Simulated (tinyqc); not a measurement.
What moves the results: shallow donor in an anisotropic valley (effective-mass theory). A value that a table varies takes the place of the one given here.

One valley: H = -c [(d2/dx2 + d2/dy2)/mt + (d2/dz2)/ml] - q/(eps r), c = hbar^2/2m0, q = e^2/(4 pi eps0). Trial function exp(-sqrt((x^2 + y^2)/a^2 + z^2/b^2)) with a > b: T = (c/3)(2/(mt a^2) + 1/(ml b^2)), V = -(q/eps) atan(u/b)/u, u = sqrt(a^2 - b^2). The central cell of the impurity is left out.

Constants: hbar^2/2m0 = 3.80998211 eV angstrom^2; e^2/(4 pi eps0) = 14.39964547 eV angstrom; Ry = 13.60569312 eV; a0 (Bohr radius) = 0.5291772105 angstrom.

Parameters, chosen for this exercise (near those of 3C SiC; shifted at random, so the results belong to these values and not to a real crystal):
- mt = 0.259 m0 (transverse mass)
- eps = 9.7 (dielectric constant)
- xs = (1.6, 1.8, 3.1, 5.5, 9.7, 22, 63, 170) (ratios ml/mt)
- ml = 0.666 m0 (longitudinal mass)

## Mass anisotropy

mt and eps fixed, ml varied. Energies in units of Ry*(mt) = Ry mt/eps^2 and lengths in a*(mt) = a0 eps/mt; the last two columns use one mass, 3/(1/ml + 2/mt) or (ml mt^2)^(1/3).

Results:

| ml/mt | a/a* | b/a | binding | conductivity mass | density-of-states mass |
|---|---|---|---|---|---|
| 1.60 | 0.908 | 0.846 | 1.162 | 1.143 | 1.170 |
| 1.80 | 0.888 | 0.811 | 1.203 | 1.174 | 1.216 |
| 3.10 | 0.804 | 0.670 | 1.401 | 1.292 | 1.458 |
| 5.50 | 0.733 | 0.548 | 1.616 | 1.375 | 1.765 |
| 9.70 | 0.676 | 0.450 | 1.827 | 1.426 | 2.133 |
| 22.0 | 0.613 | 0.340 | 2.123 | 1.467 | 2.802 |
| 63.0 | 0.555 | 0.237 | 2.469 | 1.488 | 3.979 |
| 170 | 0.517 | 0.169 | 2.748 | 1.496 | 5.540 |

What can be read from the table?

The binding grows from 1.16 to 2.75 Ry*(mt); for ml going to infinity the exact problem becomes two-dimensional, with 4 Ry*. The conductivity mass saturates at 1.5 and underbinds, by 15 % at ml/mt = 5.5; the density-of-states mass errs by +9 % there and by +102 % in the last row. With these mt and eps one unit is 37.45 meV.

## What each parameter does

The minimum of the trial energy. Each row changes one parameter from the base and keeps the others.

Results:

| case | E (meV) | a (angstrom) | b (angstrom) | b/a |
|---|---|---|---|---|
| base | -49.91 | 16.47 | 11.78 | 0.716 |
| ml = 0.833 m0 | -53.00 | 15.84 | 10.48 | 0.661 |
| mt = 0.233 m0 | -46.21 | 17.97 | 12.39 | 0.689 |
| eps = 8.7 | -62.04 | 14.77 | 10.57 | 0.716 |

What can be read from the table?

The largest shifts from the base row, up to three for each result and ties (the steps differ in size, so this ranks the rows, not the parameters). E (meV): eps -12.13, mt +3.70, ml -3.09. a (angstrom): eps -1.70, mt +1.50, ml -0.63. b (angstrom): ml -1.31, eps -1.21, mt +0.60. b/a: ml -0.054, mt -0.026; unchanged at the printed digits by eps. eps only rescales the solution (E as 1/eps^2, lengths as eps), so b/a depends on ml/mt alone.

Computed by tinyqc, a small Python program: `OMP_NUM_THREADS=1 python tinyqc.py 1252570 1252571 out.jsonl` (the numbers bound the seed that draws the inputs); one thread of a shared host (Intel(R) Xeon(R) Processor @ 2.30GHz), about 0.01 s for the whole set of steps.
